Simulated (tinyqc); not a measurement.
# Worked calculation: AlGaN/GaN HEMT with access regions, lumped model

Numbers from tinyqc (`OMP_NUM_THREADS=1 python tinyqc.py 2570075 2570076 out.jsonl`; about 0.03 s on one thread of a shared Intel Xeon 2.30GHz). Printed values are rounded.

A polarisation-induced electron sheet under a Schottky gate, in series with two ungated access regions and contacts. Drift law v = mu E/(1 + mu E/vs) under the gate. Currents in mA/mm, resistances in ohm mm. No self-heating, no channel-length modulation; fits for polarisation, barrier and offset are chosen for the exercise.

Values chosen for this exercise; values close to those of AlGaN/GaN structures:
- x = 0.31 (aluminium share of the barrier)
- d = 20 nm (barrier thickness)
- eps_r = 9.5 (relative permittivity of barrier and channel)
- mu = 1700 cm^2/(V s) (channel mobility)
- vs = 1.4e7 cm/s (saturation velocity)
- Lg = 1.5 um (gate length)
- Ls = 2 um (source access length)
- Ld = 1.5 um (drain access length)
- Rc = 0.5 ohm mm (resistance of each contact)
- ft = 0.39 (share of the drain-access electrons removed by traps)
- Vg = 0 V (gate voltage)
- Vd = 4 V (drain voltage)
- Ec = 3 MV/cm (critical field)
- te = 0.31 um (depth over which the depleted charge spreads)
- tf = 500 nm (insulator under the field plate)
- ei = 3.9 (relative permittivity of that insulator)

Constants: q = 1.602176634e-19 C, eps0 = 8.8541878128e-14 F/cm where lengths are in cm. Results are converted to the units shown.

## Polarisation charge, threshold and sheet resistance

sigma = (5e13 x + 1.6e13 x^2) cm^-2, phiB = 0.84 + 1.3 x, dEc = 0.7 (1.71 x + x^2) in volts, Cb = eps0 eps_r/d, VT = phiB - dEc - q sigma/Cb, access density n0 = -Cb VT/q. Rsh = 1/(q mu n0); largest access current q n0 vs.

sigma = 1.703760e13 cm^-2
Cb = 0.4205739 uF/cm^2
VT = -5.685815 V
n0 = 1.492535e13 cm^-2
Rsh = 245.9892 ohm
q n0 vs = 3347.828 mA/mm

## Iteration 1: drain current

I at the start = 940 mA/mm

Access resistance R(L, n) = L/(q mu n sqrt(1 - (I/(q n vs))^2)); Rs = Rc + R(Ls, n0), Rd = Rc + R(Ld, (1 - ft) n0). Vg' = Vg - I Rs, Vd' = Vd - I (Rs + Rd); with u = Vg' - VT, Vc = vs Lg/mu and w the smaller of Vd' and Vc [sqrt(1 + 2 u/Vc) - 1] (0 if negative), the channel gives (mu Cb/Lg)(u w - w^2/2)/(1 + w/Vc). I(new) = I + 0.5 (channel current - I).

Rs = 1.012599 ohm mm
Rd = 1.181363 ohm mm
Vg' = -0.9518431 V
Vd' = 1.937676 V
channel current = 1353.836 mA/mm
I after iteration 1 = 1146.918 mA/mm

## Iteration 2: drain current

As before.

Rs = 1.023667 ohm mm
Rd = 1.231077 ohm mm
Vg' = -1.174062 V
Vd' = 1.413994 V
channel current = 1195.681 mA/mm
I after iteration 2 = 1171.300 mA/mm

## Course of the iteration: drain current

Stop when I changes by less than 1e-6 mA/mm, or after 60 iterations. I must stay below q (1 - ft) n0 vs.

Course of the iteration:
```
iteration  I (mA/mm)  |change| (mA/mm)
1           1146.918               207
2           1171.300              24.4
3           1171.198             0.101
4           1171.200           2.18e-3
5           1171.200           4.69e-5
6           1171.200           1.01e-6
7           1171.200           2.16e-8
```

Converged in 7 iterations. At the end each change is about 0.021 times the one before, with alternating sign: linear convergence. Of Vd, 33.7 % reaches the channel; the access current is 57 % of its limit.

## On-resistance and breakdown

sigma = (5e13 x + 1.6e13 x^2) cm^-2, phiB = 0.84 + 1.3 x, dEc = 0.7 (1.71 x + x^2) in volts, Cb = eps0 eps_r/d, VT = phiB - dEc - q sigma/Cb, access density n0 = -Cb VT/q. Ron = 2 Rc + Ls/(q mu n0) + Ld/(q mu (1 - ft) n0) + Lg/(mu Cb (Vg - VT)). Off state: a depleted stretch that holds the voltage V has the peak field sqrt(k V), k = 2 q n0/(eps0 eps_r te), so one edge holds V1 = Ec^2/k. The sheet under the plate pinches off at Vf = q n0 (1/Cb + tf/(eps0 ei)); beyond it the gate edge is screened. BV = V1 if Vf >= V1, else Vf + V1, and at most Ec Ld. Specific resistance Ron (Ls + Lg + Ld); figure of merit BV^2 over it.

Ron = 2.465854 ohm mm
Vf = 351.9374 V
V1 = 49.06948 V
BV = 49.06948 V
specific resistance = 0.1232927 mohm cm^2
figure of merit = 19.52926 MW/cm^2

The plate pinches off too late to screen the gate edge, so it adds nothing.
